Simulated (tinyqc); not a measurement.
Crystal pulling from the melt: segregation, interface stability, heat balance and point-defect regime: one step, computed by the program tinyqc.

A dilute solute; steady pulling with a flat interface unless it is found unstable.

Question. Boundary layer and effective coefficient. delta = 1.61 D^(1/3) nu^(1/6) omega^(-1/2), omega = 2 pi rpm/60; k_eff = k0/[k0 + (1 - k0) exp(-V delta/D)] (Burton, Prim and Slichter); the melt at the interface is enriched by k_eff/k0.

Inputs (values chosen for the exercise, modelled on germanium in silicon):

| quantity | value | unit |
|---|---|---|
| equilibrium coefficient k0 | 0.33 | - |
| diffusivity in the melt D | 0.00017 | cm^2/s |
| kinematic viscosity nu | 0.0026 | cm^2/s |
| crystal rotation | 15 | rpm |
| pull rate V | 0.77 | mm/min |

Give: boundary layer delta; V delta/D; k_eff; enrichment at the interface.

Answer.

boundary layer delta = 263.88 micrometre

V delta/D = 0.19921

k_eff = 0.37543

enrichment at the interface = 1.1377

k_eff has moved 6.8 % of the way from k0 to 1. A 10 % ripple of V gives striations of 1.24 % in C_s, since d ln k_eff/d ln V = (1 - k_eff) V delta/D.
